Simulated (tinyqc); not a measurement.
# Crystallisation kinetics and data retention of a phase-change cell: effects of single changes

Johnson-Mehl-Avrami-Kolmogorov law X = 1 - exp(-y^n), y = integral of k dt, k = (1/100 s) exp[-(Ec q/kB)(1/T - 1/T1)].

Inputs (values chosen for the exercise); values of the order of Ge-Sb-Te and related chalcogenides:
- Ec = 2.28 eV (activation energy of crystallisation)
- T1 = 450 K (temperature at which the rate k is 1/(100 s))
- n = 3.5 (Avrami exponent)
- Xf = 0.5 (crystalline share at which the state is lost)
- T = 387 K (storage temperature)

Constants: q = 1.602176634e-19 C, kB = 1.380649e-23 J/K. Results are converted to the units shown.

Each table varies one quantity; the others keep the values above.

## Kissinger analysis

Tp is the temperature of the largest dX/dt on a ramp of rate b (b in K/min in the logarithm).

Kissinger analysis:

| b (K/min) | Tp (K) | q/kB Tp (1/eV) | ln(b/Tp^2) | X at the peak |
|---|---|---|---|---|
| 0.5 | 434.36 | 26.717 | -12.841 | 0.62881 |
| 1 | 439.20 | 26.422 | -12.170 | 0.62878 |
| 2 | 444.14 | 26.128 | -11.499 | 0.62874 |
| 5 | 450.86 | 25.739 | -10.613 | 0.62869 |
| 10 | 456.07 | 25.445 | -9.9427 | 0.62866 |
| 20 | 461.40 | 25.151 | -9.2728 | 0.62862 |
| 50 | 468.64 | 24.762 | -8.3876 | 0.62857 |
| 100 | 474.26 | 24.469 | -7.7183 | 0.62852 |

Tp rises from 434 to 474 K. The slope of ln(b/Tp^2) against q/kB Tp between the end rows is -2.279 eV, against Ec = 2.28 eV, and X at the peak stays near 1 - 1/e = 0.632 (0.629 to 0.629).

## Effect of the activation energy at a fixed measured point

Same model as above.

At fixed T the state fails at t = (-ln(1 - Xf))^(1/n)/k; ten years are 3.15576e8 s. k at T1 is held.

Effect of the activation energy at a fixed measured point:

| Ec (eV) | temperature for ten years (K) | time to fail at T (years) |
|---|---|---|
| 1.5 | 323.8 | 0.001549 |
| 1.8 | 339.7 | 0.005459 |
| 2.1 | 352.0 | 0.01923 |
| 2.4 | 361.9 | 0.06777 |
| 2.7 | 369.9 | 0.2388 |
| 3 | 376.6 | 0.8413 |
| 3.3 | 382.3 | 2.964 |
| 3.6 | 387.2 | 10.44 |

The ten-year temperature rises from 324 to 387 K, and the projected life at 387 K spans 3.83 decades: an error of 0.1 eV changes it by a factor of 1.52.

Range of the model: One Arrhenius rate is assumed; incubation, growth from the boundary and the non-Arrhenius kinetics of the supercooled liquid are left out.

tinyqc, about 0.03 s, one thread, Intel Xeon 2.30GHz (shared host): `OMP_NUM_THREADS=1 python tinyqc.py 2490053 2490054 out.jsonl`
